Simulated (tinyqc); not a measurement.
Mirror strength against the number of periods: longitudinal sound in a periodic multilayer: transfer matrices, stop bands and folded phonons. Computed by tinyqc, a small Python program. Command: `OMP_NUM_THREADS=1 python tinyqc.py 3007769 3007770 out.jsonl multilayer walk`. One thread of a shared host (Intel(R) Xeon(R) Processor @ 2.30GHz), about 0.01 s of CPU time with the checks.

Layers 1 and 2 repeat with period d = d_1 + d_2; waves travel normal to the layers, without loss. State vector (u, s): displacement u and stress divided by omega. Impedances Z = rho v are in 1e6 kg/(m^2 s).

Inputs (values chosen for the exercise, modelled on silica (layer 1), hafnia (layer 2) and silicon (substrate)):
```
quantity            value    unit
density rho_1        2.21  g/cm^3
velocity v_1         6060     m/s
thickness d_1         351      nm
density rho_2        9.52  g/cm^3
velocity v_2         5410     m/s
thickness d_2         535      nm
substrate density    2.37  g/cm^3
substrate velocity   8420     m/s
frequency f           2.3     GHz
```

Method:
- Z = rho v; interface reflection r = (Z_2 - Z_1)/(Z_2 + Z_1) (stress amplitude, from 1 into 2); Bragg frequency f_B = 1/[2 (d_1/v_1 + d_2/v_2)]; long-wave velocity v_eff = d/sqrt[(d_1/v_1)^2 + (d_2/v_2)^2 + (Z_1/Z_2 + Z_2/Z_1)(d_1/v_1)(d_2/v_2)].
- A layer maps (u, s) by [[cos p, sin p/Z], [-Z sin p, cos p]], p = 2 pi f d_i/v_i; one period is M = M_2 M_1, and cos(q d) = trace(M)/2.
- For N periods A = M^N. A wave comes from a thick layer of material 1 and leaves into the substrate (Z_s): transmitted power T = 4 Z_1 Z_s/|Z_1 A_22 + Z_s A_11 - i (Z_1 Z_s A_12 - A_21)|^2, reflected power R = 1 - T.

Bragg frequency f_B = 3.18854 GHz

Z_2 = 51.5032

Z_1 = 13.3926

Z of the substrate = 19.9554

trace(M)/2 = -1.41471

Transmitted power:
```
N     T at f_B  T at f_B (dB)      T at f
1      0.37126        -4.3032     0.33701
2     0.037215        -14.293    0.055573
3    0.0031193        -25.059   0.0094061
4   2.5743e-04        -35.893   0.0016085
6   1.7486e-06        -57.573  4.7232e-05
8   1.1876e-08        -79.253  1.3876e-06
12  5.4780e-13        -122.61  1.1976e-09
16  2.5269e-17        -165.97  1.0337e-12
24  5.3764e-26        -252.70  7.7002e-19
```

What follows from these numbers?

At f_B each further period removes 10.84 dB at large N; 99 % reflection needs N = 3 among these rows. At f, in a stop band, T decays as well. Values below about 1e-6 belong to the ideal stack: roughness and scattering into other modes, left out here, set a floor in a real one.
